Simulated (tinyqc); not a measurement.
Ion implantation: universal nuclear stopping, Lindhard-Scharff electronic stopping and a Gaussian range profile. From one set of inputs to another, one input at a time. Computed by tinyqc, a small Python program. Command: `OMP_NUM_THREADS=1 python tinyqc.py 3017622 3017623 out.jsonl implant ladder`. One thread of a shared host (Intel(R) Xeon(R) Processor @ 2.30GHz), about 0.1 s of CPU time with the checks.

An ion slows by elastic collisions with screened nuclei and by friction with electrons; channelling is ignored and the target is uniform.

The inputs printed are set A. Set A is modelled on phosphorus ions in copper; the values taken over come from a set modelled on boron ions in copper. Inputs not listed in the table keep their values of set A, so the rows need not describe a real material.

Inputs (values chosen for the exercise, modelled on phosphorus ions in copper):
```
quantity                                 value    unit
ion atomic number Z1                        15       -
ion mass M1                                 31       u
target atomic number Z2                     29       -
target mass M2                           63.55       u
target density N                          84.9  1/nm^3
ion energy E                                 9     keV
scale factor of electronic stopping k      1.2       -
dose Q                                 6.6e+14  1/cm^2
background C_B                         1.1e+16  1/cm^3
```

Method:
- Reduced energy eps = 32.53 M2 E/(Z1 Z2 (M1 + M2)(Z1^0.23 + Z2^0.23)), E in keV; s_n = ln(1 + 1.1383 eps)/(2 (eps + 0.01321 eps^0.21226 + 0.19593 eps^0.5)) for eps up to 30 and ln(eps)/(2 eps) above; S_n = 8.462 Z1 Z2 M1 s_n/((M1 + M2)(Z1^0.23 + Z2^0.23)) in 1e-15 eV cm^2.
- S_e = k 3.83 Z1^(7/6) Z2/(Z1^(2/3) + Z2^(2/3))^(3/2) sqrt(E/M1) in 1e-15 eV cm^2, E in keV.
- Path length R = int_0^E dE'/(N (S_n + S_e)); energy lost to nuclei nu = int_0^E S_n/(S_n + S_e) dE' (both with E' = E y^3 and 64 Gauss-Legendre points in y).
- Estimates of Lindhard type: R_p = R/(1 + M2/(3 M1)), straggle dR_p = (2/3) R_p sqrt(M1 M2)/(M1 + M2).
- C(x) = C_p exp(-(x - R_p)^2/(2 dR_p^2)) with C_p = Q/(sqrt(2 pi) dR_p), 1 nm = 1e-7 cm; the profile falls to the background at x_j = R_p + dR_p sqrt(2 ln(C_p/C_B)); the peak atomic fraction is C_p/N.

Each row keeps all changes above it:
```
input moved                                  from       to  projected range R_p (nm)  straggle dR_p (nm)  peak concentration C_p (1/cm^3)
set A                                           -        -                     7.810              2.4443                       1.0772e+21
ion energy E (keV)                              9      8.3                     7.413              2.3198                       1.1350e+21
background C_B (1/cm^3)                   1.1e+16  2.8e+16                     7.413              2.3198                       1.1350e+21
dose Q (1/cm^2)                           6.6e+14  1.4e+15                     7.413              2.3198                       2.4076e+21
ion mass M1 (u) and ion atomic number Z1   31, 15    11, 5                    13.572              3.2089                       1.7405e+21
scale factor of electronic stopping k         1.2     0.92                    14.875              3.5171                       1.5880e+21
```

Which inputs carry the difference?

Projected range R_p goes from 7.81 to 14.9, a factor 1.90 in all. The largest single move comes from ion mass M1 with ion atomic number Z1 (a factor 1.83). Straggle dR_p goes from 2.44 to 3.52, a factor 1.44 in all. The largest single move comes from ion mass M1 with ion atomic number Z1 (a factor 1.38), and ion energy E works against it (a factor 0.949). Peak concentration C_p goes from 1.08e21 to 1.59e21, a factor 1.47 in all. The largest single move comes from dose Q (a factor 2.12), and ion mass M1 with ion atomic number Z1 works against it (a factor 0.723). The single moves hold for this order of the switches; the total does not depend on the order.

Caution (rows ion mass M1, scale factor of electronic stopping k): the estimates of R_p and dR_p assume mainly nuclear stopping and an ion not much lighter than the target; here they are rough, and for light ions in heavy targets the straggle can be low by a factor of two or more.

Extremes, crossings and ranges named in words are read from the listed rows.
